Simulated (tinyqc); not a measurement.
Inside a calculation. Method: Hubbard ring of 6 sites. Computed by tinyqc, a small Python program that keeps every step. Settings: hopping = 0.85, U = 10.0, mixing = 0.2, iteration cap = 89. Command: `OMP_NUM_THREADS=1 python tinyqc.py 20765 20766 out.jsonl` (the two numbers bound the seeds that draw the settings). One thread of a shared host (Intel(R) Xeon(R) Processor @ 2.60GHz), about 0.4 s of CPU time with the checks. Later iterations appear only in the table of the cycle.

## Mean-field iteration 1

one-body matrix (hopping and site energies) (eV), lower triangle:
```
           1          2          3          4          5         6
1   0.000000
2  -0.850000   0.000000
3   0.000000  -0.850000   0.000000
4   0.000000   0.000000  -0.850000   0.000000
5   0.000000   0.000000   0.000000  -0.850000   0.000000
6  -0.850000   0.000000   0.000000   0.000000  -0.850000  0.000000
```

U = 10.000000 eV

electrons, up and down: 3  1

mixing = 0.200000

n(up) at the start (a guess, not normalised): 1 0.950000, 2 0.050000, 3 0.950000, 4 0.050000, 5 0.950000, 6 0.050000

n(down) at the start (a guess): 1 0.000000, 2 0.617000, 3 0.000000, 4 0.617000, 5 0.000000, 6 0.617000

H(up) = T + U n(down), H(down) = T + U n(up); fill the lowest levels; n(new) = n + mixing (n(out) - n); E = tr T (rho up + rho down) + U sum n_up n_down of the output.

levels, up (eV): -0.437389  -0.114957  -0.114957  6.284957  6.284957  6.607389

levels, down (eV): 0.189595  0.420426  0.420426  9.579574  9.579574  9.810405

energy = -1.244552 eV

n(up) after iteration 1: 1 0.953466, 2 0.046534, 3 0.953466, 4 0.046534, 5 0.953466, 6 0.046534

n(down) after iteration 1: 1 0.002151, 2 0.558116, 3 0.002151, 4 0.558116, 5 0.002151, 6 0.558116

## Mean-field iteration 2

As before.

levels, up (eV): -0.457105  -0.105542  -0.105542  5.708208  5.708208  6.059772

levels, down (eV): 0.157157  0.386365  0.386365  9.613635  9.613635  9.842843

energy = -1.296949 eV

n(up) after iteration 2: 1 0.954963, 2 0.045037, 3 0.954963, 4 0.045037, 5 0.954963, 6 0.045037

n(down) after iteration 2: 1 0.003842, 2 0.511038, 3 0.003842, 4 0.511038, 5 0.003842, 6 0.511038

## Convergence

Each step fills the lowest levels of T + U n(other spin) and sets n(new) = n + mixing (n(out) - n); stop when output and input agree to 1e-8.

Course of the cycle:
```
iteration       E (eV)  largest |n(out) - n(in)|  mean |n_up - n_down|
1          -1.24455229                  2.94e-01              0.623241
2          -1.29694912                  2.35e-01              0.617011
3          -1.33929984                  1.88e-01              0.610615
4          -1.37241415                  1.51e-01              0.604299
5          -1.39756240                  1.21e-01              0.598263
6          -1.41619480                  9.65e-02              0.592655
7          -1.42972384                  7.73e-02              0.587564
8          -1.43939315                  6.20e-02              0.583031
9          -1.44622275                  4.98e-02              0.579057
10         -1.45100691                  4.00e-02              0.575616
11         -1.45434068                  3.22e-02              0.572665
...                ...                       ...                   ...
79         -1.46198326                  2.83e-04              0.556961
80         -1.46198353                  4.14e-04              0.556960
81         -1.46198411                  6.07e-04              0.556960
82         -1.46198537                  8.90e-04              0.556960
83         -1.46198807                  1.30e-03              0.556960
84         -1.46199388                  1.91e-03              0.556960
85         -1.46200636                  2.81e-03              0.556960
86         -1.46203324                  4.12e-03              0.556959
87         -1.46209115                  6.07e-03              0.556957
88         -1.46221622                  8.94e-03              0.556953
89         -1.46248704                  1.32e-02              0.556944
```

Not converged within 89 iterations: the residual wanders without falling. The lowest mean-field energy found from random starts is -2.66198 eV. Reruns (cap 100 unless said): mixing 0.5: not converged; mixing 0.9: converged in 16 to a higher stationary point (E = -1.46198); the original settings with a cap of 400: converged in 228 (E = -2.66198).

## Exact diagonalisation (120 states)

Lowest levels of the sector, and the double occupancy of the lowest state.

lowest levels (eV): -3.396252  -3.058880  -3.058880  -2.550000  -2.550000  -2.241088

double occupancy per site = 0.006816

## The lowest level by Lanczos steps

From a random start vector (not printed): a_j = <q_j|H|q_j>, b_j = norm of the remainder after orthogonalising; the Ritz value is the lowest eigenvalue of the tridiagonal matrix of a and b so far.

Lanczos:
```
j   a_j (eV)  b_j (eV)  lowest Ritz value (eV)
1   2.239808  5.628496              2.23980763
2   5.327237  3.641153             -2.05283086
3   3.770622  4.928112             -2.86964064
4   6.971530  3.148222             -3.26710717
5   4.805378  4.735355             -3.33870983
6   5.901796  3.154077             -3.37552455
7   3.885586  4.982265             -3.38586974
8   6.866111  2.708305             -3.39346393
9   5.406462  4.990694             -3.39470201
10  4.783345  3.294639             -3.39553462
```
